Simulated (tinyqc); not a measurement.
## Permittivity of the insulator from five potentials

Question. A node lies on a semiconductor-insulator interface. Steps: hs = tb/1 down into the semiconductor, ho = tox/1 up into the insulator, hy = L/4 sideways. The flux balance of its box reads eox (hy/ho)(above - node) + eps_r (hy/hs)(below - node) + [(eps_r hs + eox ho)/(2 hy)](left + right - 2 node) - q Na (hs/2) hy/eps0 = 0. Find eox.

Inputs (values chosen for the exercise); semiconductor permittivity close to that of silicon:
- eps_r = 11.7 (relative permittivity of the semiconductor)
- tb = 5 nm (half the body thickness)
- tox = 3.9 nm (insulator thickness)
- L = 50 nm (channel length)
- Na = 0 cm^-3 (acceptor density of the depleted body)

Constants: q = 1.602176634e-19 C, eps0 = 8.8541878128e-14 F/cm where lengths are in cm. Results are converted to the units shown.

psi (V): node -0.16217807, above -0.21, below -0.14096246, left -0.096505225, right -0.025147336

Answer. The balance is linear in eox.

eox = 9.000

Computed by the program tinyqc: `OMP_NUM_THREADS=1 python tinyqc.py 2480032 2480033 out.jsonl`, one thread of a shared Intel Xeon 2.30GHz, about 0.09 s for the whole run.
